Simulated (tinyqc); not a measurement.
Inside a calculation. Model: double-gate transistor below threshold, two-dimensional Poisson equation on a small mesh.

Numbers from tinyqc (`OMP_NUM_THREADS=1 python tinyqc.py 2480142 2480143 out.jsonl`; about 0.1 s on one thread of a shared Intel Xeon 2.30GHz). Printed values are rounded.

Half of a symmetric double-gate structure: row 0 is the mid-plane of the body, where the normal field vanishes. Mobile charge is neglected (subthreshold), the body is fully depleted, and potentials are counted from the intrinsic level; rows run upward to the gate, columns from source to drain.

Values chosen for this exercise; semiconductor permittivity close to that of silicon:
- T = 293 K (temperature)
- eps_r = 11.8 (relative permittivity of the semiconductor)
- eox = 22 (relative permittivity of the insulator)
- tb = 8 nm (half the body thickness)
- tox = 5.4 nm (insulator thickness)
- L = 55 nm (channel length)
- Na = 0 cm^-3 (acceptor density of the depleted body)
- Vbi = 0.58 V (potential of the source)
- Vfb = 0.09 V (gate offset)
- Vg = 0.05 V (gate voltage)
- Vd = 1 V (drain voltage)

Constants: q = 1.602176634e-19 C, kB = 1.380649e-23 J/K, Vt = kB T/q, eps0 = 8.8541878128e-14 F/cm where lengths are in cm. Results are converted to the units shown.

## Coefficients of the five-point equations

Mesh: rows i = 0..2 in the semiconductor (step hs = tb/2, row 2 on the interface), then 1 step(s) ho = tox/1 up to the gate row 3; columns j = 0..5 (step hy = L/5). Box integration, divided by eps0: up_i = eps hy/h of the interval above row i, dn_i = that of the interval below (0 for row 0), lat_i = (sum of eps h/2 over the intervals above and below)/hy, s_i = -q Na w_i hy/eps0 with w_i the semiconductor height of the box (hs/2 for row 0 and the interface row, hs between, 0 in the insulator). Each free node obeys (up + dn + 2 lat) psi = up psi(above) + dn psi(below) + lat [psi(left) + psi(right)] + s.

```
row        up     dn       lat  s (V)
0       32.45      0  2.145455      0
1       32.45  32.45  4.290909      0
2    44.81481  32.45  7.545455      0
```

## Iteration 1: over-relaxation sweep (omega = 1.29)

psi at the start (fixed values on the edges, free nodes at the gate value) (V):
```
             j=0        j=1        j=2        j=3        j=4        j=5
row 0   0.580000  -0.040000  -0.040000  -0.040000  -0.040000   1.580000
row 1   0.580000  -0.040000  -0.040000  -0.040000  -0.040000   1.580000
row 2   0.580000  -0.040000  -0.040000  -0.040000  -0.040000   1.580000
row 3  -0.040000  -0.040000  -0.040000  -0.040000  -0.040000  -0.040000
```

Free nodes: rows 0..2, columns 1..4, taken row by row from row 0, left to right. t = (up psi(above) + dn psi(below) + lat [psi(left) + psi(right)] + s)/(up + dn + 2 lat), with the newest neighbours; psi(new) = psi + 1.29 (t - psi).

psi after iteration 1 (V):
```
             j=0        j=1        j=2        j=3        j=4        j=5
row 0   0.580000   0.006704  -0.036482  -0.039735   0.082052   1.580000
row 1   0.580000   0.033309  -0.032474  -0.039282   0.151616   1.580000
row 2   0.580000   0.058571  -0.026200  -0.038220   0.217774   1.580000
row 3  -0.040000  -0.040000  -0.040000  -0.040000  -0.040000  -0.040000
```

## Iteration 2: over-relaxation sweep (omega = 1.29)

As before.

psi after iteration 2 (V):
```
             j=0        j=1        j=2        j=3        j=4        j=5
row 0   0.580000   0.076949  -0.023615  -0.028831   0.265795   1.580000
row 1   0.580000   0.108787  -0.013725  -0.016418   0.349289   1.580000
row 2   0.580000   0.065650  -0.020771  -0.000633   0.236577   1.580000
row 3  -0.040000  -0.040000  -0.040000  -0.040000  -0.040000  -0.040000
```

## Course of the iteration: over-relaxation sweep (omega = 1.29)

Stop when the largest change of psi is below 1e-7 V, or after 400 iterations. Fixed values: gate row Vg - Vfb; column 0 at Vbi and the last column at Vbi + Vd in the semiconductor, each running linearly to Vg - Vfb across the insulator.

Course of the iteration:
```
iteration  psi at row 0, j = 2 (V)  largest |change| of one entry (V)
1                      -0.03648189                              0.258
2                      -0.02361548                              0.198
3                     -1.484345e-4                              0.175
4                       0.01283656                             0.0630
5                       0.02888541                             0.0242
6                       0.03860750                            9.72e-3
7                       0.04409150                            5.48e-3
8                       0.04585837                            1.99e-3
9                       0.04649153                            8.92e-4
10                      0.04667413                            3.19e-4
11                      0.04675080                            7.67e-5
12                      0.04677551                            2.47e-5
13                      0.04678452                            9.01e-6
14                      0.04678733                            3.25e-6
15                      0.04678841                            1.16e-6
16                      0.04678881                            4.56e-7
17                      0.04678895                            1.43e-7
18                      0.04678900                            5.17e-8
```

Converged in 18 iterations. The changes do not fall evenly; from iteration 13 to 18 they shrink by a factor of 2.8 a step on average.

## Barrier, swing and barrier lowering

converged psi (V):
```
             j=0        j=1        j=2        j=3        j=4        j=5
row 0   0.580000   0.161868   0.046789   0.109154   0.468940   1.580000
row 1   0.580000   0.141831   0.035057   0.089490   0.419269   1.580000
row 2   0.580000   0.077974   0.002009   0.033417   0.259720   1.580000
row 3  -0.040000  -0.040000  -0.040000  -0.040000  -0.040000  -0.040000
```

d psi/dVg on row 0: j=0 0.0000000, j=1 0.6826749, j=2 0.8946681, j=3 0.8946681, j=4 0.6826749, j=5 0.0000000
d psi/dVd on row 0: j=0 0.000000, j=1 0.005126, j=2 0.021483, j=3 0.083849, j=4 0.312199, j=5 1.000000

The barrier is read along row 0, the path farthest from the gate. Take the node j of lowest psi: barrier Vbi - psi_j; swing Vt ln 10/(d psi_j/dVg); DIBL = (d psi_j/dVd)/(d psi_j/dVg). The derivatives solve the same equations with s = 0 and a unit change of that voltage.

j = 2
barrier = 0.5332110 V
swing = 64.98218 mV/decade
DIBL = 24.01252 mV/V

A mesh of 12, 8 and 80 steps (semiconductor, insulator, channel) gives a barrier of 0.562 V, a swing of 62.1 mV a decade and a DIBL of 19.0 mV/V; the small mesh puts the barrier 5.2 % below that.
